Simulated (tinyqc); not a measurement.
Inside a calculation. Model: a finite superlattice with mass mismatch, transfer matrices.

Computed by the program tinyqc: `OMP_NUM_THREADS=1 python tinyqc.py 2560133 2560134 out.jsonl`, one thread of a shared Intel Xeon 2.30GHz, about 0.01 s for the whole run. Printed values are rounded.

One electron of energy E comes from the left lead (band edge 0); no transverse momentum. Parabolic bands, masses in units of m0, C = hbar^2/(2 m0); psi and psi'/m are continuous at every interface. N periods of a barrier d1 followed by a well Lw; the right lead equals the left one.

Parameters, values chosen for the exercise; masses and offsets close to those of InGaAs wells and InAlAs barriers:
- mL = 0.041 m0 (mass in the left lead)
- U1 = 0.52 eV (barrier height)
- m1 = 0.076 m0 (barrier mass)
- d1 = 0.9 nm (barrier width)
- Lw = 7.7 nm (well width (edge 0, mass mL))
- N = 3 (number of periods)
- E = 0.321 eV (electron energy)

Constants: q = 1.602176634e-19 C, hbar = 1.054571817e-34 J s, m0 = 9.1093837015e-31 kg, hbar^2/(2 m0) = 0.0380998212 eV nm^2. Results are converted to the units shown.

Range of the model: Masses are held fixed, although real bands cease to be parabolic a few tenths of an eV from their edges (inside a barrier too).

## Wave numbers

k = sqrt(m (E - U)/C) where E > U, K = sqrt(m (U - E)/C) where E < U; v = k/m in the leads.

Layers:
```
   U (eV)  m (m0)  d (nm)  k or K (1/nm)  which
1    0.52   0.076     0.9       0.630045      K
2       0   0.041     7.7       0.587737      k
```

vL = 14.3350 1/nm
vR = 14.3350 1/nm

## Matrices of the layers

For the pair (psi, psi'/m) a flat layer has M = [[cos kd, (m/k) sin kd], [-(k/m) sin kd, cos kd]] with k = sqrt(m (E - U)/C) above its edge U, and M = [[cosh Kd, (m/K) sinh Kd], [(K/m) sinh Kd, cosh Kd]] with K = sqrt(m (U - E)/C) below it. M12 is in nm, M21 in 1/nm.

M of layer 1:
```
         1          2
1  1.16512  0.0721249
2  4.95680    1.16512
```

M of layer 2:
```
           1           2
1  -0.185730  -0.0685454
2    14.0856   -0.185730
```

## Product of the matrices

The matrix of the later layer stands to the left: M = M_n ... M_2 M_1; det M = 1.

M of one period:
```
           1           2
1  -0.556164  -0.0932594
2    15.4908    0.799526
```

## N periods by the Chebyshev identity

x = (M11 + M22)/2 of one period. For |x| < 1 the energy lies in a miniband and cos(th) = x; for |x| > 1 it lies in a gap and cosh(g) = |x|. M^N = U_(N-1)(x) M - U_(N-2)(x) 1, with U_n = sin((n + 1) th)/sin th in a band and sign(x)^n sinh((n + 1) g)/sinh g in a gap.

x = 0.121681
th (rad) = 1.44881
U_(N-1) = -0.940775
U_(N-2) = 0.243363

M^N:
```
          1          2
1  0.279862  0.0877361
2  -14.5734  -0.995537
```

The energy lies in a miniband.

## Transmission and reflection

The matrix M carries (psi, psi'/m) across the stack, and v = k/m in each lead. psi = 1 + r at the left edge (incident amplitude 1) and t at the right edge. With det M = 1, a = i vR M11 - M21 and b = -vL vR M12 - i vL M22: t = 2 i vL/(a - b), r = -(a + b)/(a - b), T(E) = (vR/vL) |t|^2, R(E) = |r|^2.

t = -0.251787+0.800149i
r = 0.257012-0.479905i
T(E) = 0.703636
R(E) = 0.296364

T(E) + R(E) = 1: the current is conserved.
